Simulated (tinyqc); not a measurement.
# Inputs raised by 2 %, one at a time

Model: Hall factor, magnetoresistance and optical conductivity for a power-law relaxation time. Computed by tinyqc, a small Python program. Command: `OMP_NUM_THREADS=1 python tinyqc.py 3016031 3016032 out.jsonl magneto sens`. One thread of a shared host (Intel(R) Xeon(R) Processor @ 2.30GHz), about 0.01 s of CPU time with the checks.

One spherical parabolic band, tau(E) = tau_0 x^s with x = E/(k_B T). Landau quantisation is left out.

Inputs (values chosen for the exercise, with a mass close to that of electrons in germanium):
```
quantity                         value  unit
effective mass m                  0.12   m_0
exponent s                         1.5     -
tau_0                              140    fs
reduced Fermi level eta             -5     -
temperature T                       77     K
magnetic field B                    38     T
frequency f                         15   THz
background permittivity eps_inf   13.2     -
```

Constants: m_0 = 9.1093837015e-31 kg; k_B = 1.380649e-23 J/K; hbar = 1.054571817e-34 J s; e = 1.602176634e-19 C; eps_0 = 8.8541878128e-12 F/m; c = 299792458 m/s.

Method:
- <y> = int y x^(3/2) f (1 - f) dx / int x^(3/2) f (1 - f) dx, f = 1/(1 + exp(x - eta)).
- Integrals over x = E/(k_B T) use 160 Gauss-Legendre points in u = sqrt(x) from 0 to sqrt(max(eta, 0) + 45).
- n = (2 m k_B T)^(3/2)/(3 pi^2 hbar^3) int x^(3/2) f (1 - f) dx; moments in units of tau_0.
- mu = e <tau>/m; weak field r_H = <tau^2>/<tau>^2 and MR = c (mu B)^2, c = <tau^3>/<tau>^3 - r_H^2; strong field r_H = 1 and MR = <tau> <1/tau> - 1.
- With w_c = e B/m: sigma_xx = (n e^2/m) <tau/(1 + w_c^2 tau^2)>, sigma_xy = (n e^2/m) <w_c tau^2/(1 + w_c^2 tau^2)>; r_H = (n e/B) sigma_xy/(sigma_xx^2 + sigma_xy^2); MR = sigma_0 sigma_xx/(sigma_xx^2 + sigma_xy^2) - 1, sigma_0 = n e^2 <tau>/m.
- sigma(w) = (n e^2/m) <tau/(1 - i w tau)>, w = 2 pi f; eps = eps_inf + i sigma/(eps_0 w); N = sqrt(eps); absorption coefficient 2 w Im N/c; reflectivity |(N - 1)/(N + 1)|^2; plasma frequency sqrt(n e^2/(eps_inf eps_0 m))/(2 pi).

Runs:
```
input moved                      from      to  Hall factor r_H  sigma_xx (S/cm)  absorption coefficient (1/cm)  reflectivity
base run                            -       -            1.015         0.002778                         0.1090        0.3230
effective mass m (m_0)           0.12  0.1224            1.015         0.002908                         0.1101        0.3230
tau_0 (fs)                        140   142.8            1.014         0.002733                         0.1072        0.3230
temperature T (K)                  77   78.54            1.015         0.002861                         0.1123        0.3230
magnetic field B (T)               38   38.76            1.014         0.002679                         0.1090        0.3230
frequency f (THz)                  15    15.3            1.015         0.002778                         0.1051        0.3230
background permittivity eps_inf  13.2  13.464            1.015         0.002778                         0.1080        0.3268
```

Exponents ln(y'/y) / ln(x'/x):
```
input                            Hall factor r_H  sigma_xx  absorption coefficient  reflectivity
effective mass m                           0.018     2.320                   0.500         0.000
tau_0                                     -0.017    -0.822                  -0.871         0.000
temperature T                              0.000     1.500                   1.500         0.000
magnetic field B                          -0.017    -1.822                   0.000         0.000
frequency f                                0.000     0.000                  -1.871         0.000
background permittivity eps_inf            0.000     0.000                  -0.500         0.592
```

Among the inputs moved here: Hall factor r_H answers most in size to effective mass m (exponent +0.018), next to tau_0 (-0.017); its exponent is below 0.0005 for temperature T, frequency f, background permittivity eps_inf. sigma_xx answers most in size to effective mass m (exponent +2.320), next to magnetic field B (-1.822); its exponent is below 0.0005 for frequency f, background permittivity eps_inf. Absorption coefficient answers most in size to frequency f (exponent -1.871), next to temperature T (+1.500); its exponent is below 0.0005 for magnetic field B. reflectivity answers most in size to background permittivity eps_inf (exponent +0.592); its exponent is below 0.0005 for effective mass m, tau_0, temperature T, magnetic field B, frequency f.

Caution (all rows): hbar w_c exceeds k_B T with mu B above 1, so Landau quantisation sets in. Caution (all rows): the photon energy exceeds the typical carrier energy, so the classical sigma(w) is only a rough guide to the absorption.
